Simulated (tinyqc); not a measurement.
## Fermi velocity from one capacitance

Question. At zero temperature and without traps graphene has Cq = 2 q^3 phi/(pi hbar^2 vF^2), charge Cq phi/2, 1/C_G = 1/Cox + 1/Cq and Vg = phi + Cq phi/(2 Cox). Find Cq, phi, vF and n.

Constants: q = 1.602176634e-19 C, hbar = 1.054571817e-34 J s. Results are converted to the units shown.

Vg = 1.2100329 V
C_G = 1.2643125 uF/cm^2
Cox = 1.5013623 uF/cm^2

Answer. The series relation gives Cq, the voltage relation phi = Vg/(1 + Cq/(2 Cox)), and the formula for Cq then vF.

Cq = 8.01 uF/cm^2
phi = 0.330 V
vF = 9.85e5 m/s
n = 8.25e12 cm^-2

Computed by the program tinyqc: `OMP_NUM_THREADS=1 python tinyqc.py 2200135 2200136 out.jsonl`, one thread of a shared Intel Xeon 2.30GHz, about 0.01 s for the whole run.
